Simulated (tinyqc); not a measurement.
Worked calculation: CID on RHF in the 6-311g basis, for H2, spin multiplicity 1. One step of it, computed by the program tinyqc.

Task: Iteration 1: building the Fock matrix. J_ij = sum D_kl (ij|kl), K_ij = sum D_kl (ik|jl); F = H + J - 0.5 K; E = tr D H + tr D J / 2 - 0.25 tr D K + E_nn.

D at the start, lower triangle:
```
           1H 1s      1H 2s     1H 3s     2H 1s     2H 2s     2H 3s
1H 1s   0.095718
1H 2s   0.155568   0.252956
1H 3s   0.098444   0.159932  0.101285
2H 1s   0.001392  -0.001059  0.003348  0.095718
2H 2s  -0.001059  -0.007122  0.002025  0.155568  0.252956
2H 3s   0.003348   0.002025  0.005413  0.098444  0.159932  0.101285
```

core Hamiltonian H = T + V (hartree), lower triangle:
```
           1H 1s      1H 2s      1H 3s      2H 1s      2H 2s      2H 3s
1H 1s  -0.300840
1H 2s  -0.860471  -0.905935
1H 3s  -0.593052  -0.763990  -0.755390
2H 1s  -0.233328  -0.429333  -0.426818  -0.300840
2H 2s  -0.429333  -0.623370  -0.618693  -0.860471  -0.905935
2H 3s  -0.426818  -0.618693  -0.666876  -0.593052  -0.763990  -0.755390
```

Two-electron integrals (ij|kl) in chemists' order, unique and non-zero (hartree):
```
(11|11) 1.393035   (21|11) 0.822971   (21|21) 0.509703   (22|11) 0.822904
(22|21) 0.543028   (22|22) 0.644106   (31|11) 0.411256   (31|21) 0.257757
(31|22) 0.279868   (31|31) 0.130794   (32|11) 0.543681   (32|21) 0.365771
(32|22) 0.452669   (32|31) 0.189803   (32|32) 0.325140   (33|11) 0.494021
(33|21) 0.340115   (33|22) 0.445993   (33|31) 0.178035   (33|32) 0.331779
(33|33) 0.361682   (41|11) 0.064731   (41|21) 0.042553   (41|22) 0.049642
(41|31) 0.021884   (41|32) 0.034498   (41|33) 0.033343   (41|41) 0.006354
(42|11) 0.148963   (42|21) 0.102914   (42|22) 0.133586   (42|31) 0.053866
(42|32) 0.097677   (42|33) 0.101668   (42|41) 0.017410   (42|42) 0.060254
(43|11) 0.133796   (43|21) 0.093307   (43|22) 0.124630   (43|31) 0.049037
(43|32) 0.092800   (43|33) 0.099684   (43|41) 0.015816   (43|42) 0.059094
(43|43) 0.060007   (44|11) 0.493525   (44|21) 0.347385   (44|22) 0.475629
(44|31) 0.183279   (44|32) 0.358344   (44|33) 0.390228   (44|41) 0.064731
(44|42) 0.267233   (44|43) 0.276569   (44|44) 1.393035   (51|11) 0.267233
(51|21) 0.167833   (51|22) 0.182767   (51|31) 0.085211   (51|32) 0.124067
(51|33) 0.116506   (51|41) 0.017410   (51|42) 0.043381   (51|43) 0.039185
(51|44) 0.148963   (51|51) 0.060254   (52|11) 0.356438   (52|21) 0.239989
(52|22) 0.297119   (52|31) 0.124554   (52|32) 0.213284   (52|33) 0.217186
(52|41) 0.029888   (52|42) 0.091137   (52|43) 0.087657   (52|44) 0.356438
(52|51) 0.091137   (52|52) 0.169554   (53|11) 0.303790   (53|21) 0.208866
(53|22) 0.272361   (53|31) 0.109260   (53|32) 0.201589   (53|33) 0.216935
(53|41) 0.027242   (53|42) 0.091772   (53|43) 0.092305   (53|44) 0.383535
(53|51) 0.080327   (53|52) 0.164708   (53|53) 0.171458   (54|11) 0.347385
(54|21) 0.243678   (54|22) 0.330950   (54|31) 0.128378   (54|32) 0.248854
(54|33) 0.271529   (54|41) 0.042553   (54|42) 0.167833   (54|43) 0.173625
(54|44) 0.822971   (54|51) 0.102914   (54|52) 0.239989   (54|53) 0.258716
(54|54) 0.509703   (55|11) 0.475629   (55|21) 0.330950   (55|22) 0.443552
(55|31) 0.173883   (55|32) 0.333078   (55|33) 0.366654   (55|41) 0.049642
(55|42) 0.182767   (55|43) 0.189024   (55|44) 0.822904   (55|51) 0.133586
(55|52) 0.297119   (55|53) 0.322171   (55|54) 0.543028   (55|55) 0.644106
(61|11) 0.276569   (61|21) 0.173625   (61|22) 0.189024   (61|31) 0.088145
(61|32) 0.128321   (61|33) 0.120521   (61|41) 0.015816   (61|42) 0.039185
(61|43) 0.035599   (61|44) 0.133796   (61|51) 0.059094   (61|52) 0.087657
(61|53) 0.077108   (61|54) 0.093307   (61|55) 0.124630   (61|61) 0.060007
(62|11) 0.383535   (62|21) 0.258716   (62|22) 0.322171   (62|31) 0.134381
(62|32) 0.232199   (62|33) 0.238331   (62|41) 0.027242   (62|42) 0.080327
(62|43) 0.077108   (62|44) 0.303790   (62|51) 0.091772   (62|52) 0.164708
(62|53) 0.158782   (62|54) 0.208866   (62|55) 0.272361   (62|61) 0.092305
(62|62) 0.171458   (63|11) 0.375549   (63|21) 0.259357   (63|22) 0.342983
(63|31) 0.135928   (63|32) 0.256603   (63|33) 0.283089   (63|41) 0.028758
(63|42) 0.093385   (63|43) 0.093672   (63|44) 0.375549   (63|51) 0.093385
(63|52) 0.185404   (63|53) 0.192734   (63|54) 0.259357   (63|55) 0.342983
(63|61) 0.093672   (63|62) 0.192734   (63|63) 0.237442   (64|11) 0.183279
(64|21) 0.128378   (64|22) 0.173883   (64|31) 0.067598   (64|32) 0.130683
(64|33) 0.142733   (64|41) 0.021884   (64|42) 0.085211   (64|43) 0.088145
(64|44) 0.411256   (64|51) 0.053866   (64|52) 0.124554   (64|53) 0.134381
(64|54) 0.257757   (64|55) 0.279868   (64|61) 0.049037   (64|62) 0.109260
(64|63) 0.135928   (64|64) 0.130794   (65|11) 0.358344   (65|21) 0.248854
(65|22) 0.333078   (65|31) 0.130683   (65|32) 0.250603   (65|33) 0.278292
(65|41) 0.034498   (65|42) 0.124067   (65|43) 0.128321   (65|44) 0.543681
(65|51) 0.097677   (65|52) 0.213284   (65|53) 0.232199   (65|54) 0.365771
(65|55) 0.452669   (65|61) 0.092800   (65|62) 0.201589   (65|63) 0.256603
(65|64) 0.189803   (65|65) 0.325140   (66|11) 0.390228   (66|21) 0.271529
(66|22) 0.366654   (66|31) 0.142733   (66|32) 0.278292   (66|33) 0.316758
(66|41) 0.033343   (66|42) 0.116506   (66|43) 0.120521   (66|44) 0.494021
(66|51) 0.101668   (66|52) 0.217186   (66|53) 0.238331   (66|54) 0.340115
(66|55) 0.445993   (66|61) 0.099684   (66|62) 0.216935   (66|63) 0.283089
(66|64) 0.178035   (66|65) 0.331779   (66|66) 0.361682
```

nuclear repulsion = 0.49409637 hartree

Give: Coulomb J; exchange K; Fock matrix F; total energy of this density.

Result:

Coulomb J (hartree), lower triangle:
```
        1H 1s   1H 2s   1H 3s   2H 1s   2H 2s   2H 3s
1H 1s  1.3722
1H 2s  0.9047  1.0978
1H 3s  0.4673  0.7880  0.8104
2H 1s  0.1017  0.3254  0.3226  1.3722
2H 2s  0.3254  0.5992  0.5964  0.9047  1.0978
2H 3s  0.3226  0.5964  0.6843  0.4673  0.7880  0.8104
```

exchange K (hartree), lower triangle:
```
        1H 1s   1H 2s   1H 3s   2H 1s   2H 2s   2H 3s
1H 1s  0.7455
1H 2s  0.7071  0.7956
1H 3s  0.4979  0.6181  0.5170
2H 1s  0.2122  0.3905  0.3924  0.7455
2H 2s  0.3905  0.5774  0.5384  0.7071  0.7956
2H 3s  0.3924  0.5384  0.4855  0.4979  0.6181  0.5170
```

Fock matrix F (hartree), lower triangle:
```
         1H 1s    1H 2s    1H 3s    2H 1s    2H 2s    2H 3s
1H 1s   0.6986
1H 2s  -0.3093  -0.2060
1H 3s  -0.3747  -0.2851  -0.2035
2H 1s  -0.2377  -0.2992  -0.3004   0.6986
2H 2s  -0.2992  -0.3129  -0.2915  -0.3093  -0.2060
2H 3s  -0.3004  -0.2915  -0.2254  -0.3747  -0.2851  -0.2035
```

total energy of this density = -0.742100 hartree

This density is the starting one; it is not idempotent, so its energy is not variational and may lie below the converged one.
